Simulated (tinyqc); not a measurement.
# Contact resistivity and sheet resistance from two contact lengths

Problem. Rc = [sqrt(rc Rsh)/Wc] coth(Lc/(2 LT)), LT = sqrt(rc/Rsh), Wc = 81 nm; the second contact is twice as long as the first. Find LT, rc and Rsh.

Rc for Lc = 28 and 56 nm (ohm): 340.838605  178.915699

Solution. With t = tanh(Lc/(2 LT)) for the shorter contact, the resistance of the longer over that of the shorter is (1 + t^2)/2. Then sqrt(rc Rsh) = Rc t Wc, and rc and Rsh follow by multiplying and dividing by LT.

LT = 61.64 nm
rc = 3.800e-9 ohm cm^2
Rsh = 100.0 ohm

Numbers from tinyqc (`OMP_NUM_THREADS=1 python tinyqc.py 2170108 2170109 out.jsonl`; about 0.04 s on one thread of a shared Intel Xeon 2.30GHz).
